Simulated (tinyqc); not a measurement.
Bias dependence of the times: oxide trap near a transistor channel: two-state multiphonon kinetics, telegraph noise and bias instability. Computed by tinyqc, a small Python program. Command: `OMP_NUM_THREADS=1 python tinyqc.py 3026102 3026103 out.jsonl oxidetrap walk`. One thread of a shared host (Intel(R) Xeon(R) Processor @ 2.30GHz), about 0.01 s of CPU time with the checks.

An n-channel device under positive gate bias. The trap is empty (state 1) or holds an electron (state 2); both states are parabolas of equal curvature, and the electron reservoir is taken at the Fermi level of the channel.

Inputs (values chosen for the exercise, with an insulator like Al2O3 on silicon):
```
quantity                                value   unit
insulator constant eps_ox                 9.3      -
trap depth x from the interface          0.35     nm
tunnel barrier phi_b                     2.24     eV
tunnelling mass m_ox                     0.33    m_0
trap level above E_F at zero field E_t   0.22     eV
relaxation energy E_R                     1.1     eV
oxide field F                             6.4  MV/cm
attempt rate k_0 at the interface       3e+11    1/s
temperature T                             250      K
```

Parts treated: one trap and an ensemble.

Constants: hbar^2/(2 m_0) = 3.80998212 eV angstrom^2; k_B = 8.617333262e-05 eV/K.

Method. kappa = sqrt(2 m_ox phi_b)/hbar = sqrt(m_ox phi_b/(hbar^2/2m_0)); attenuation length lambda = 1/(2 kappa); factor exp(-x/lambda) for a rectangular barrier. E_21 = E_t - e F x is the energy of state 2 over state 1; barriers E_c = (E_R + E_21)^2/(4 E_R), E_e = E_c - E_21; tau_c = exp(E_c/k_B T)/(k_0 P), tau_e = exp(E_e/k_B T)/(k_0 P), P the tunnelling factor; occupation f_2 = tau_e/(tau_c + tau_e); 1/tau_0 = 1/tau_c + 1/tau_e.

tunnelling factor = 0.0458073

Against field:
```
F (MV/cm)  E_21 (eV)   tau_c (s)   tau_e (s)         f_2
0.00          0.2200  6.9977e-03  2.5701e-07  3.6726e-05
1.92          0.1528  1.1293e-03  9.3867e-07  8.3048e-04
3.84          0.0856  2.0048e-04  3.7710e-06  1.8462e-02
5.12          0.0408  6.6769e-05  1.0048e-05  1.3081e-01
6.40         -0.0040  2.3198e-05  2.7931e-05  5.4629e-01
7.68         -0.0488  8.4087e-06  8.1002e-05  9.0595e-01
9.60         -0.1160  1.9867e-06  4.3309e-04  9.9543e-01
```

ln(tau_c/tau_e) falls by e x/k_B T = 1.625 per MV/cm, which measures the depth x if the change of surface potential with bias is left aside. Over these rows tau_c shortens by 3.55 decades and tau_e lengthens by 3.23; the two share the shift almost equally, as the first and last E_21 average to little against E_R. The times cross at F = E_t/(e x) = 6.29 MV/cm. Caution: a field 1.5 times as high comes near the usual breakdown field of such an insulator.

Extremes, crossings and ranges named in words are read from the listed rows.
